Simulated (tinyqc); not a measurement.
Thermal stress, cracking, delamination and buckling of a thin film; Griffith cracks and misfitting inclusions. Changing the film thickness h. Computed by tinyqc, a small Python program. Command: `OMP_NUM_THREADS=1 python tinyqc.py 3003608 3003609 out.jsonl filmcrack sweep`. One thread of a shared host (Intel(R) Xeon(R) Processor @ 2.30GHz), about 0.01 s of CPU time with the checks.

Isotropic linear elasticity; the substrate is much thicker than the film; stress is positive in tension.

Inputs (values chosen for the exercise, modelled on a tungsten film on silicon):
```
quantity                       value    unit
film Young's modulus E           398     GPa
film Poisson ratio nu           0.27       -
film expansion alpha_f          4.57  1e-6/K
substrate expansion alpha_s        3  1e-6/K
deposition temperature T_d       925       K
final temperature T              300       K
intrinsic stress                -280     MPa
film toughness Gamma_f          4.82   J/m^2
interface toughness Gamma_i       15   J/m^2
substrate Young's modulus E_s    155     GPa
substrate Poisson ratio nu_s    0.21       -
```

Method:
- Thermal strain = (alpha_f - alpha_s)(T_d - T); stress = E/(1 - nu) x strain + intrinsic stress; plane-strain modulus Ebar = E/(1 - nu^2); G0 = stress^2 h/(2 Ebar) is the energy freed per area when a long strip loses its stress across its width.
- Dundurs alpha = (Ebar - Ebar_s)/(Ebar + Ebar_s), with Ebar_s = E_s/(1 - nu_s^2). The channel-crack factor is taken as g = 1.258 (1 - alpha)^(-0.7), a rough interpolation chosen for the exercise (1.258 is the value for matched materials).
- Channel crack through the film: G = pi g G0, critical thickness where G = Gamma_f. Steady delamination from an edge: G = G0, critical thickness where G = Gamma_i.

One run for each value:
```
film thickness h (micrometre)  G0 (J/m^2)  driving force for channelling (J/m^2)
0.03                            2.272e-03                              1.367e-02
0.062                           4.695e-03                              2.826e-02
0.13                            9.844e-03                              5.925e-02
0.26                            1.969e-02                              1.185e-01
0.55                            4.165e-02                              2.507e-01
1.1                             8.330e-02                              5.013e-01
2.3                             1.742e-01                              1.048e+00
4.8                             3.635e-01                              2.188e+00
10                              7.572e-01                              4.558e+00
```

Describe and explain the trends.

Over the rows, G0 (J/m^2) rises from 0.00227 to 0.757 (exponent d ln y / d ln x about 1.0 throughout); driving force for channelling (J/m^2) rises from 0.0137 to 4.56 (exponent d ln y / d ln x about 1.00 throughout). The exponent of G0 stays at 1: stored energy per area. Rows above the film toughness of 4.82 J/m^2 crack: 0 of 9.

Extremes, crossings and ranges named in words are read from the listed rows.
